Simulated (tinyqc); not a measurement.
# Fully depleted semiconductor-on-insulator film with two gates, non-linear Poisson equation by Newton steps: two studies

One dimension across the film, front interface at x = 0, back interface at x = ts. psi is counted from the intrinsic level, n = ni exp(psi/Vt) (source grounded), holes neglected, acceptors ionised. Gates act through Cox = eps0 eox/tox and Cbox = 3.9 eps0/tb with potentials G1 = Vg - (phiM - chi - Vt ln(Nc/ni)) and G2 = Vb - (phiB - chi - Vt ln(Nc/ni)). Classical Boltzmann densities, no interface charge, no depletion in the back plane.

Parameters, values chosen for the exercise; band and dielectric values close to those of silicon: temperature T = 400 K; band gap Eg = 1.1 eV; relative permittivity eps_r = 11.6; conduction-band density of states at T Nc = 4.23e19 cm^-3; valence-band density of states at T Nv = 4.14e19 cm^-3; electron affinity chi = 4.08 eV; relative permittivity of the gate insulator (close to zirconium oxide) eox = 25.7; insulator thickness tox = 3 nm; film thickness ts = 10 nm; buried-oxide thickness (eps_r 3.9) tb = 28 nm; acceptor density of the film Na = 1e15 cm^-3; work function of the front gate phiM = 4.47 eV; work function of the back plane phiB = 4.58 eV; back-gate voltage Vb = 0.5 V.

Constants: q = 1.602176634e-19 C, kB = 1.380649e-23 J/K, Vt = kB T/q, eps0 = 8.8541878128e-14 F/cm where lengths are in cm. Results are converted to the units shown.

Each table varies one quantity; the others keep the values above.

## Charge against front-gate voltage

ni = sqrt(Nc Nv) exp(-Eg/(2 Vt)), Eg in volts. The Poisson equation eps0 eps_r d2psi/dx2 = q (n + Na), with -eps0 eps_r dpsi/dx = Cox (G1 - psi) at x = 0 and eps0 eps_r dpsi/dx = Cbox (G2 - psi) at x = ts, is solved on 300 equal intervals with half boxes at both ends; N_inv is the trapezoid sum of n. Swing = ln 10/(d ln N_inv/dVg); the last column is (dN_inv/dVb)/(dN_inv/dVg).

Charge against front-gate voltage:
columns A: Vg (V); B: psi front (V); C: psi back (V); D: N_inv (cm^-2); E: centroid/ts; F: swing (mV/decade); G: q dN_inv/dVg over Cox; H: back/front leverage
```
A            B        C        D       E       F        G       H
-0.23  -0.0608  0.00467   2.52e6   0.649    86.5  1.42e-6  0.0904
-0.08   0.0871    0.137   1.37e8   0.616    86.2  7.75e-5  0.0862
0.07     0.235    0.268   7.49e9   0.579    87.3  0.00417  0.0815
0.22     0.378    0.378  2.58e11   0.501     125    0.101  0.0673
0.37     0.493    0.417  1.88e12   0.313     245    0.372  0.0367
0.52     0.566    0.425  5.50e12   0.182     427    0.627  0.0241
0.67     0.611    0.427  1.05e13   0.121     669    0.762  0.0202
0.82     0.641    0.428  1.62e13  0.0900     945    0.832  0.0186
0.97     0.663    0.429  2.22e13  0.0716  1.24e3    0.873  0.0177
```

What does the table show?

N_inv passes 1e11 cm^-2 at Vg = 0.174 V. The swing starts at 86.5 mV a decade, against (1 + k) Vt ln 10 = 80.5 for a front channel with k = Cs Cbox/(Cox (Cs + Cbox)) = 0.0145, Cs = eps0 eps_r/ts; above threshold this column is no longer a subthreshold swing. The centroid falls from 0.649 to 0.0716 of ts and the leverage of the back gate falls from 0.0904 to 0.0177. For Vg = 0.52, 0.67, 0.82, 0.97 the density at an interface exceeds 0.3 Nc, where Boltzmann statistics fail. For Vg = 0.52, 0.67, 0.82, 0.97 the classical centroid lies within 3 nm of an interface, where confinement, left out, would push it away.

## Threshold and coupling against the back-gate voltage

VT is the Vg for N_inv = 1e11 cm^-2; -dVT/dVb from the linearised equation. Limits with Cs = eps0 eps_r/ts: front channel Cs Cbox/(Cox (Cs + Cbox)), back channel Cbox (Cox + Cs)/(Cox Cs). Swing at N_inv = 1e8 cm^-2.

The same in every row: front-channel limit = 0.0145; back-channel limit = 0.136.

Results:
```
Vb (V)   VT (V)  centroid/ts at VT  -dVT/dVb  swing (mV/decade)
-3        0.314             0.0943    0.0248               81.4
-2.25     0.295              0.121    0.0277               81.7
-0.75     0.245              0.254    0.0422               83.2
0         0.207              0.407    0.0593               85.0
0.75      0.154              0.602    0.0824               86.8
1.5      0.0843              0.756     0.102               88.1
2.25    0.00252              0.842     0.114               88.8
3       -0.0858              0.887     0.121               89.2
```

Estimate the missing row, Vb = -1.5 V.

Computed row:
```
Vb (V)  VT (V)  centroid/ts at VT  -dVT/dVb  swing (mV/decade)
-1.5     0.272              0.167    0.0327               82.2
```

With this row back in the table: As Vb goes from -3 to 3, VT falls from 0.314 to -0.0858 V, the centroid rises from 0.0943 to 0.887 of ts and -dVT/dVb rises from 0.0248 to 0.121. The coupling covers 8.42 % of the way from the front-channel to the back-channel limit in the first row and 87.1 % in the last. A positive back bias draws the electrons to the back interface, where the back gate has more leverage and the front gate less, so the swing worsens.

tinyqc, about 0.4 s, one thread, Intel Xeon 2.30GHz (shared host): `OMP_NUM_THREADS=1 python tinyqc.py 2190034 2190035 out.jsonl`
